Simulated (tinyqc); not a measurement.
Charge control and current of a heterostructure field-effect transistor: one step, computed by the program tinyqc.

Two subbands in a triangular well; E_F is counted from the conduction band edge of the channel at the interface.

Task: Levels and gate capacitance. Charge control: n_s = C_b (V_G - V_T - E_F/e)/e. Well: mean field F = e n_s/(2 eps eps_0), E_i = (hbar^2/2m)^(1/3) [(3 pi e F/2)(i + 3/4)]^(2/3), i = 0, 1; n_s = D k_B T sum_i ln(1 + exp((E_F - E_i)/k_B T)), D = m/(pi hbar^2), which is solved in closed form for E_F. C_g = e dn_s/dV_G = 1/(1/C_b + 1/C_q), 1/C_q = d(E_F/e)/d(e n_s) by a central difference of +/- 0.1 % in n_s; added distance dd = eps eps_0/C_q.

Inputs (values chosen for the exercise, modelled on AlGaAs/GaAs): channel mass m = 0.065 m_0; permittivity eps (barrier and channel) = 12.8; temperature T = 300 K.

Charge source: delta doping. Velocity law: two-piece.

sheet density n_s = 8.572466e+11 1/cm^2

barrier capacitance C_b = 0.4047629 microfarad/cm^2

Constants: k_B = 8.617333262e-05 eV/K; e = 1.602176634e-19 C; eps_0 = 8.8541878128e-12 F/m; hbar = 1.054571817e-34 J s; m_0 = 9.1093837015e-31 kg; k_B = 1.380649e-23 J/K.

Give: E_0; E_1; E_F; share in the second subband; gate capacitance C_g; added distance dd.

Result:

E_0 = 64.54 meV

E_1 = 113.5 meV

E_F = 78.27 meV

share in the second subband = 18.64 %

gate capacitance C_g = 0.3207 microfarad/cm^2

added distance dd = 7.335 nm

C_g is 79 % of C_b: the finite density of states and the rise of E_0 act as 7.3 nm of extra barrier.
